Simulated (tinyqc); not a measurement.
Changing the share s of P screened by trapped charge: switching kinetics of a ferroelectric film and the memory window of a ferroelectric gate stack. Computed by tinyqc, a small Python program. Command: `OMP_NUM_THREADS=1 python tinyqc.py 3013074 3013075 out.jsonl feswitch sweep`. One thread of a shared host (Intel(R) Xeon(R) Processor @ 2.30GHz), about 0.02 s of CPU time with the checks.

Fields in MV/cm; 1 microcoulomb/cm^2 over eps_0 is 11.29409 MV/cm. In the stack (metal, ferroelectric, interlayer, channel) the channel is taken as a conductor.

Inputs (values chosen for the exercise, for a model film):
```
quantity,value,unit
saturation polarisation P_s,21,microcoulomb/cm^2
ratio P_r/P_s,0.77,-
coercive field E_c,1.2,MV/cm
permittivity of the ferroelectric eps_F,23,-
thickness t_F,13,nm
permittivity of the interlayer eps_I,5.5,-
interlayer thickness t_I,1.6,nm
pulse height V,4.3,V
breakdown field of the interlayer,16,MV/cm
```

Method:
- Saturated branches: P(E) = P_s tanh[(E -/+ E_c)/(2 delta)], delta = E_c/ln[(1 + P_r/P_s)/(1 - P_r/P_s)]; D = P + eps_0 eps_F E.
- At threshold the channel charge is negligible, so D = 0 on each branch: (1 - s) P(E) + eps_0 eps_F E = 0, with the screened share s. The rising branch has the root E0 between 0 and E_c; window = 2 E0 t_F; its upper bound is 2 E_c t_F.
- Series stack: V = E_F t_F + E_I t_I and eps_I E_I = eps_F E_F + (1 - s) P/eps_0. Before switching P = -P_r, after it P = +P_s; in retention V = 0 and P = +P_r.

One run for each value:
```
share s of P screened by trapped charge,memory window (V),depolarising field over E_c,E_I after switching (MV/cm),fixed-charge estimate 2 (1 - s) P_r t_F/(eps_0 eps_F) (V)
0.47,2.562,1.192,24.22,10.94
0.56,2.470,0.989,21.66,9.08
0.65,2.341,0.787,19.10,7.23
0.73,2.173,0.607,16.82,5.57
0.82,1.870,0.405,14.26,3.72
0.90,1.380,0.225,11.98,2.06
0.99,0.199,0.022,9.42,0.21
```

What does the table show, and why?

Over the rows, memory window (V) falls from 2.56 to 0.199; depolarising field over E_c falls from 1.19 to 0.0225; E_I after switching (MV/cm) falls from 24.2 to 9.42. Screening from 0.47 to 0.99 cuts the depolarising field by a factor 53.0 and the window by 12.9: the field is linear in the unscreened charge, while the window saturates towards 2 E_c t_F when that charge is large. Left out: 0.300, 0.390 (the pulse cannot drive the film).

Caution (rows 0.470, 0.560, 0.650, 0.730): the interlayer field exceeds its breakdown field, so charge injection would change the fields. Caution (rows 0.470, 0.560, 0.650): E_F after switching lies below E_c, so switching stalls before P_s and that state is not reached. Caution (rows 0.470): a depolarising field above E_c switches the film back, so P_r is not held.

Extremes, crossings and ranges named in words are read from the listed rows.
